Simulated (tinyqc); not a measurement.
# Activation energy and ten-year temperature from two bakes

Inverse problem. tr goes as exp(q Ex/(kB T)); ten years are 3.15576e8 s. Find Ex and the temperature T10 at which tr is ten years.

Constants: q = 1.602176634e-19 C, kB = 1.380649e-23 J/K. Results are converted to the units shown.

time to crystallise at 473 and 488 K (s): [80, 14.119585]

Solution. ln tr is linear in 1/T; the line is extended to ten years.

Ex = 2.300 eV
T10 = 372.7 K

Computed by the program tinyqc: `OMP_NUM_THREADS=1 python tinyqc.py 2880139 2880140 out.jsonl`, one thread of a shared Intel Xeon 2.30GHz, about 0.01 s for the whole run.
